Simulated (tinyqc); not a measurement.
Formation energy of a charged point defect from supercell energies: one step, computed by the program tinyqc. Command: `OMP_NUM_THREADS=1 python tinyqc.py 3030426 3030427 out.jsonl formation walk`. One thread of a shared host (Intel(R) Xeon(R) Processor @ 2.30GHz), about 0.01 s of CPU time with the checks.

The host is a compound AB. Making the defect adds n_A = -1, n_B = 0 atoms to the cell. All total energies are inputs. E_F is counted from the valence-band maximum (VBM); x = 0 is A-rich and x = 1 B-rich growth.

Problem. Transition levels and the lower envelope. eps(q/q') = [E_f(q', 0) - E_f(q, 0)]/(q - q'). U of state q is eps(q/q-1) - eps(q+1/q). The stable state at each E_F is the lowest line E_f(q, 0) + q E_F.

Inputs (values chosen for the exercise, for a model compound AB): gap E_g = 2.17 eV; dielectric constant eps = 10.4; cell length L = 10.4 angstrom.

Defect: vacancy of A. Supercell lattice: bcc.

charge states q: 0  -1  -2  -3

E_f(q, 0) (eV): (q=0) 4.136600, (q=-1) 4.933875, (q=-2) 5.432698, (q=-3) 6.934071

Give: One-electron levels above the VBM (eV); Stable states.

Solution.

One-electron levels above the VBM (eV):

| level | energy | U of the state between this level and the next |
|---|---|---|
| (0/-1) | 0.797 | -0.298 |
| (-1/-2) | 0.499 | 1.003 |
| (-2/-3) | 1.501 | - |

Stable states:

| q | from E_F (eV) | to E_F (eV) |
|---|---|---|
| 0 | 0.000 | 0.648 |
| -2 | 0.648 | 1.501 |
| -3 | 1.501 | 2.170 |

Stable in the gap, from the VBM up: 0, -2, -3. State -1 is never the lowest: its U is negative, so two such centres gain by exchanging an electron. Caution: the largest image-charge correction in these energies, q^2 alpha e^2/(8 pi eps_0 eps L) with alpha = 2.888462, exceeds a quarter of the gap; the point-charge term alone is then a rough estimate, usually too large for a charge that is spread out.
